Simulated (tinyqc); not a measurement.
Retention against temperature.

Retention: filled traps are spread evenly in depth from E1 to E2, and each empties at the rate nu exp(-E/kB T). The share left is the mean of exp(-nu t exp(-E/kB T)) = [kB T/(E2 - E1)] [E1x(nu t exp(-E2/kB T)) - E1x(nu t exp(-E1/kB T))], E1x the exponential integral; traps shallower than about Ed = kB T ln(nu t) are empty. t = 3.15576e8 s; the last column is the bake time at 523 K with the same Ed.

Parameters, values chosen for the exercise:
```
symbol,value,unit,meaning
E1,1,eV,shallowest trap depth
E2,1.93,eV,deepest trap depth
nu,1e12,1/s,attempt frequency
```

Constants: q = 1.602176634e-19 C, kB = 1.380649e-23 J/K, Vt = kB T/q. Results are converted to the units shown.

Results:

| T (K) | Ed (eV) | share left | equivalent bake at 523 K (s) |
|---|---|---|---|
| 300 | 1.220 | 0.7471 | 0.5735 |
| 328 | 1.334 | 0.6232 | 7.179 |
| 378 | 1.538 | 0.4018 | 654.3 |
| 398 | 1.619 | 0.3133 | 3978 |
| 423 | 1.721 | 0.2027 | 3.798e4 |
| 448 | 1.822 | 0.09444 | 3.626e5 |

Estimate the missing row, T = 358 K.

Computed row:

| T (K) | Ed (eV) | share left | equivalent bake at 523 K (s) |
|---|---|---|---|
| 358 | 1.456 | 0.4904 | 107.6 |

With this row back in the table: The share left falls from 0.747 to 0.0944. Apart from the width of the edge only the product T ln(nu t) counts, so ten years at 358 K equal 108 s at 523 K; no single activation energy describes the loss, since Ed itself moves.

Computed by the program tinyqc: `OMP_NUM_THREADS=1 python tinyqc.py 2130026 2130027 out.jsonl`, one thread of a shared Intel Xeon 2.30GHz, about 0.06 s for the whole run.
